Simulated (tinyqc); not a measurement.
Inside a calculation. Model: chemical vapour deposition: Grove model, boundary layer, depletion and step coverage. Computed by tinyqc, a small Python program that keeps every step. Command: `OMP_NUM_THREADS=1 python tinyqc.py 3025742 3025743 out.jsonl cvd walk`. One thread of a shared host (Intel(R) Xeon(R) Processor @ 2.30GHz), about 0.01 s of CPU time with the checks. Intermediate numbers are printed to about 7 digits and carried at full precision; extremes and crossings named in words are read from the listed rows.

A precursor diffuses to the surface and reacts there at first order; each molecule that reacts adds one formula unit of film.

Inputs (values chosen for the exercise, close to those used for tungsten from its fluoride):

| quantity | value | unit |
|---|---|---|
| prefactor k0 of k_s | 90000 | cm/s |
| activation energy E | 0.722 | eV |
| temperature T | 430 | C |
| total pressure p | 760 | torr |
| mole fraction of the precursor Y | 0.0058 | - |
| gas diffusivity D0 at 273.15 K and 760 torr | 0.42 | cm^2/s |
| film density N | 6.3e+22 | formula units/cm^3 |
| precursor mass M | 298 | u |
| trench width w | 0.05 | um |
| aspect ratio of the trench | 50 | - |
| gas velocity U | 16 | cm/s |
| kinematic viscosity nu0 at 273.15 K and 760 torr | 0.43 | cm^2/s |
| susceptor length L | 57 | cm |
| channel height b | 5.7 | cm |

Reactor: horizontal, atmospheric.

Constants: k_B = 1.380649e-23 J/K; u = 1.6605390666e-27 kg; k_B = 8.617333262e-05 eV/K.

## Gas-phase and surface constants

k_s = k0 exp(-E/(k_B T)); C_g = Y p/(k_B T), 1 torr = 133.322 Pa; D = D0 (T/273.15)^1.75 (760/p). Temperatures in kelvin are T(C) + 273.15. Mean speed c = sqrt(8 k_B T/(pi M)); reactive sticking probability beta = 4 k_s/c.

surface rate constant k_s = 0.6016699 cm/s

precursor density C_g = 6.053578e+16 1/cm^3

gas diffusivity D = 2.197258 cm^2/s

mean speed c = 22351.31 cm/s

sticking probability beta = 1.076751e-04

## Boundary layer

nu = nu0 (T/273.15)^1.75 (760/p); Re = U L/nu; mean boundary layer delta = (2/3) L/sqrt(Re), at most b/2; h_g = D/delta.

Reynolds number Re = 405.4101

boundary layer delta = 1.887280 cm

mass-transfer coefficient h_g = 1.164246 cm/s

## Growth rate at the inlet

Fluxes in series: C_s = C_g/(1 + k_s/h_g); growth rate G = k_s h_g/(k_s + h_g) C_g/N; 1 cm/s = 6e8 nm/min.

ratio k_s/h_g = 0.5167892

C_s/C_g = 0.6592874

growth rate G at the inlet = 228.6946 nm/min

Reaction and transport resist to a similar degree.

## Depletion along the susceptor

Plug flow: U b dC/dx = -k_eff C with k_eff = k_s h_g/(k_s + h_g), so C falls as exp(-k_eff x/(U b)); the used share of the precursor is 1 - C(L)/C(0).

k_eff = 0.3966734 cm/s

depletion length = 229.9121 cm

rate at the outlet over rate at the inlet = 0.7804217

rate at the outlet = 178.4782 nm/min

22.0 % of the precursor is used.

## Reaction control against transport control

The formulas are those given above.

Rates:

| T (C) | k_s (cm/s) | h_g (cm/s) | G (nm/min) | reaction limit (nm/min) | transport limit (nm/min) |
|---|---|---|---|---|---|
| 230 | 5.276715e-03 | 0.868687 | 4.2258 | 4.251449e+00 | 699.9008 |
| 280 | 2.377187e-02 | 0.943768 | 16.9937 | 1.742173e+01 | 691.6610 |
| 330 | 8.344147e-02 | 1.018005 | 51.8339 | 5.608251e+01 | 684.2196 |
| 380 | 2.416629e-01 | 1.091476 | 122.8024 | 1.499919e+02 | 677.4419 |
| 430 | 6.016699e-01 | 1.164246 | 228.6946 | 3.468815e+02 | 671.2243 |
| 480 | 1.327112e+00 | 1.236372 | 344.5208 | 7.143269e+02 | 665.4853 |
| 530 | 2.652661e+00 | 1.307901 | 442.1545 | 1.338924e+03 | 660.1598 |
| 580 | 4.888790e+00 | 1.378875 | 511.0531 | 2.322987e+03 | 655.1949 |
| 630 | 8.420186e+00 | 1.449332 | 555.0146 | 3.779485e+03 | 650.5470 |

The apparent activation energy of G is 0.67 eV between the first rows and 0.11 eV between the last, against E = 0.722 eV. k_s passes h_g between 430 and 480 C, where control shifts from the surface to the gas. In the reaction limit the slope is E - k_B T, because C_g falls as 1/T; any further lowering comes from transport.

## Step coverage in a trench

In a long trench of width w and depth l = aspect ratio x w: Knudsen diffusivity D_K = (2w) c/3 (hydraulic diameter 2w), combined as 1/D_e = 1/D_K + 1/D; D_e d2C/dz2 = 2 k_s C/w with D_e dC/dz = -k_s C at the floor. With m = sqrt(2 k_s/(w D_e)): C(floor)/C(top) = 1/[cosh(m l) + (k_s/(D_e m)) sinh(m l)].

Knudsen diffusivity D_K = 0.07450437 cm^2/s

effective diffusivity D_e = 0.07206094 cm^2/s

modulus m l = 0.4568769

step coverage = 0.9022363

Wall collisions limit transport in the trench; then m l = aspect ratio x sqrt(3 beta)/2, 0.4493, whatever the width. Caution: the hydraulic-diameter form of D_K is rough for a slit.

Checks made by the program: step coverage against a numerical boundary-value solution (relative difference below 1e-10).
